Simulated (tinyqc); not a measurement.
# Zener tunnelling in a reverse-biased junction, two-band WKB: effect of temperature

Abrupt p-n junction, depletion approximation. Energies E are counted from the conduction-band edge of the neutral n side; its Fermi level lies at dn, that of the p side at dn - V, and the valence-band edge of the neutral p side at Em = dn + dp - V. Tunnelling needs 0 < E < Em. Two-band dispersion with equal masses m: inside the gap kappa = sqrt(m u (1 - u/Eg)/C), u the distance from a band edge, C = hbar^2/(2 m0).

Nc and Nv are given at 200 K and scale as (T/200 K)^1.5; Eg, m and eps_r are held. Nd = Nc F12(dn/Vt), Na = Nv F12(dp/Vt), F12(x) = (2/sqrt(pi)) int_0^infinity sqrt(u)/(1 + exp(u - x)) du; dn = EF - Ec on the n side, dp = Ev - EF on the p side (negative outside the bands); Vbi = Eg + dn + dp. W = sqrt(2 eps0 eps_r (Vbi - V)(1/Na + 1/Nd)/q), mean field F = (Vbi - V)/W, peak field 2 F. In a uniform field F the exponent is S = pi sqrt(m/C) Eg^1.5/(4 F). Transverse energy Et = C kt^2/m raises it to S (1 + 4 Et/Eg), so T = exp(-S) exp(-Et/Eb) with Eb = Eg/(4 S). KJ = (2 q^2/h) m/(4 pi C) (times 1e14 for A/cm^2 per eV^2). J = KJ exp(-S) Eb times the integral from 0 to Em of [f(E - dn) - f(E - dn + V)] [1 - exp(-min(E, Em - E)/Eb)] dE, f(x) = 1/(1 + exp(x/Vt)), with S and Eb from the mean field; J > 0 flows from p to n.

Parameters, values chosen for the exercise; band and dielectric values close to those of In0.53Ga0.47As: band gap Eg = 0.726 eV; relative permittivity eps_r = 14; conduction-band density of states at 200 K Nc = 1.13e17 cm^-3; valence-band density of states at 200 K Nv = 4.22e18 cm^-3; band-edge mass of the two-band model m = 0.041 m0; acceptor density Na = 8.5e18 cm^-3; donor density Nd = 5.4e17 cm^-3; bias of the p side V = -0.71 V.

Constants: q = 1.602176634e-19 C, kB = 1.380649e-23 J/K, hbar = 1.054571817e-34 J s, h = 6.62607015e-34 J s, m0 = 9.1093837015e-31 kg, Vt = kB T/q, eps0 = 8.8541878128e-14 F/cm where lengths are in cm, hbar^2/(2 m0) = 0.0380998212 eV nm^2. Results are converted to the units shown.

Results:

| T (K) | Vbi (V) | mean field (MV/cm) | S | J (A/cm^2) |
|---|---|---|---|---|
| 50 | 0.8176 | 0.2239 | 22.51 | -6.354e-4 |
| 100 | 0.8152 | 0.2237 | 22.53 | -6.231e-4 |
| 200 | 0.8044 | 0.2229 | 22.61 | -5.677e-4 |
| 300 | 0.7859 | 0.2216 | 22.75 | -4.813e-4 |
| 400 | 0.7611 | 0.2197 | 22.94 | -3.822e-4 |

Estimate the missing row, T = 150 K.

Computed row:

| T (K) | Vbi (V) | mean field (MV/cm) | S | J (A/cm^2) |
|---|---|---|---|---|
| 150 | 0.8108 | 0.2234 | 22.56 | -6.003e-4 |

With this row back in the table: Vbi falls from 0.818 to 0.761 V, S rises from 22.5 to 22.9, and |J| falls from 6.35e-4 to 3.82e-4 A/cm^2, a spread of a factor 1.66. That is small against a thermally activated current. The shrinking of the gap with temperature, left out here, would raise J.

Range of the model: Parabolic densities of states, no band tails and no gap narrowing, all of which matter at such doping.

Program tinyqc, `OMP_NUM_THREADS=1 python tinyqc.py 2620052 2620053 out.jsonl`; Intel Xeon 2.30GHz, shared host, one thread, about 0.01 s.
